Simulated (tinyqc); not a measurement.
From a target level to the width: finite square well with mass mismatch (envelope functions). Three cases, with inputs chosen for the exercise.

Problem. Which width L gives the lowest level below?

A square well of width L and depth V0, mass mw inside and mb outside, energies from the bottom of the well, c = hbar^2/2m0. k = sqrt(mw E/c), kappa = sqrt(mb (V0 - E)/c). psi and psi'/m are continuous at the walls (BenDaniel-Duke), so level n solves k L + 2 atan[(k/mw)/(kappa/mb)] = n pi.

Constants: hbar^2/2m0 = 3.80998211 eV angstrom^2.

Find: k; kappa; the arctangent; L.

Method. E1 fixes k and kappa, so L = (pi - 2 atan[(k/mw)/(kappa/mb)])/k.

Case 1.

Values chosen (out of a larger set: near those of an InGaAs well in InAlAs; not measured data): V0 = 0.518 eV (barrier height); mw = 0.0399 m0 (mass in the well); mb = 0.0718 m0 (mass in the barrier).

E1 = 0.072513 eV

Solution.

k = 0.02756 1/angstrom
kappa = 0.09163 1/angstrom
the arctangent = 0.4961 rad
L = 78 angstrom

Case 2.

Values chosen (out of a larger set: near those of a non-polar GaN well in AlN; not measured data): V0 = 2.01 eV (barrier height); mw = 0.199 m0 (mass in the well); mb = 0.332 m0 (mass in the barrier).

E1 = 0.042140 eV

Solution.

k = 0.04691 1/angstrom
kappa = 0.41410 1/angstrom
the arctangent = 0.1868 rad
L = 59 angstrom

Case 3.

Values chosen (out of a larger set: near those of an InGaAs well in InAlAs; not measured data): V0 = 0.521 eV (barrier height); mw = 0.0415 m0 (mass in the well); mb = 0.0728 m0 (mass in the barrier).

E1 = 0.039761 eV

Solution.

k = 0.02081 1/angstrom
kappa = 0.09589 1/angstrom
the arctangent = 0.3638 rad
L = 116 angstrom

Computed by tinyqc, one run a case: `OMP_NUM_THREADS=1 python tinyqc.py N N+1 out.jsonl` with N = 1282463, 1282473, 1282513; one thread of a shared Intel(R) Xeon(R) Processor @ 2.30GHz, about 0.01 s a run at most.
